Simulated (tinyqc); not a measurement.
Three-band tight binding of a dichalcogenide monolayer: one step. H at one k. Three cases, with inputs chosen for the exercise.

Question. Form alpha, beta and the matrix.

Basis dz2, dxy, dx2-y2 on a triangular lattice, nearest neighbours; alpha = kx a/2, beta = sqrt3 ky a/2. h0 = e1 + 2 t0 (cos 2alpha + 2 cos alpha cos beta); h1 = -2 sqrt3 t2 sin alpha sin beta + 2i t1 (sin 2alpha + sin alpha cos beta); h2 = 2 t2 (cos 2alpha - cos alpha cos beta) + 2i sqrt3 t1 cos alpha sin beta; h11 = e2 + 2 t11 cos 2alpha + (t11 + 3 t22) cos alpha cos beta; h22 = e2 + 2 t22 cos 2alpha + (3 t11 + t22) cos alpha cos beta; h12 = sqrt3 (t22 - t11) sin alpha sin beta + 4i t12 sin alpha (cos alpha - cos beta) + i lam sz. H = [[h0, h1, h2], [., h11, h12], [., ., h22]], Hermitian; the lowest band of each spin is filled. K = (4 pi/3a, 0), M = (pi/a, pi/(sqrt3 a)).

Case 1.

Values chosen (near a published set for monolayer MoSe2; the results hold for these values, not for the real material): a = 3.316 angstrom (lattice constant); e1 = 0.925 eV (level of dz2); e2 = 2.062 eV (level of dxy and dx2-y2); t0 = -0.192 eV (hopping); t1 = 0.31 eV (hopping); t2 = 0.449 eV (hopping); t11 = 0.214 eV (hopping); t12 = 0.29 eV (hopping); t22 = 0.132 eV (hopping); lam = 0.089 eV (spin-orbit constant); sz = -1 (spin); k = (0.79, 0.13) 1/angstrom (wave vector).

Case 2.

Values chosen (near a published set for monolayer WSe2; the results hold for these values, not for the real material): a = 3.322 angstrom (lattice constant); e1 = 0.946 eV (level of dz2); e2 = 2.166 eV (level of dxy and dx2-y2); t0 = -0.211 eV (hopping); t1 = 0.454 eV (hopping); t2 = 0.493 eV (hopping); t11 = 0.266 eV (hopping); t12 = 0.328 eV (hopping); t22 = 0.034 eV (hopping); lam = 0.232 eV (spin-orbit constant); sz = 1 (spin); k = (0.19, 0.26) 1/angstrom (wave vector).

Case 3.

Values chosen (near a published set for monolayer WS2; the results hold for these values, not for the real material): a = 3.192 angstrom (lattice constant); e1 = 1.141 eV (level of dz2); e2 = 2.255 eV (level of dxy and dx2-y2); t0 = -0.205 eV (hopping); t1 = 0.566 eV (hopping); t2 = 0.539 eV (hopping); t11 = 0.287 eV (hopping); t12 = 0.38 eV (hopping); t22 = -0.062 eV (hopping); lam = 0.212 eV (spin-orbit constant); sz = -1 (spin); k = (0.98, 0.59) 1/angstrom (wave vector).

Give: alpha, beta; H.

Answer.

Case 1.

alpha, beta (rad): 1.30982  0.37333

H (eV), lower triangle (Hermitian):
```
,z2,xy,x2-y2
z2,1.0734
xy,-0.5481-0.8669i,1.8375
x2-y2,-0.9942-0.1011i,-0.0500+0.8434i,2.0191
```

Case 2.

alpha, beta (rad): 0.31559  0.74800

H (eV), lower triangle (Hermitian):
```
,z2,xy,x2-y2
z2,0.0172
xy,-0.3605-0.7424i,2.8519
x2-y2,0.1089-1.0169i,-0.0848-0.3206i,2.8007
```

Case 3.

alpha, beta (rad): 1.56408  1.63097

H (eV), lower triangle (Hermitian):
```
,z2,xy,x2-y2
z2,1.5513
xy,-1.8637+0.0529i,1.6810
x2-y2,-1.0775-0.0131i,-0.6034+0.1104i,2.3787
```

Computed by tinyqc, one run a case: `OMP_NUM_THREADS=1 python tinyqc.py N N+1 out.jsonl` with N = 1450181, 1450227, 1450527; one thread of a shared Intel(R) Xeon(R) Processor @ 2.30GHz, about 0.02 s a run at most.
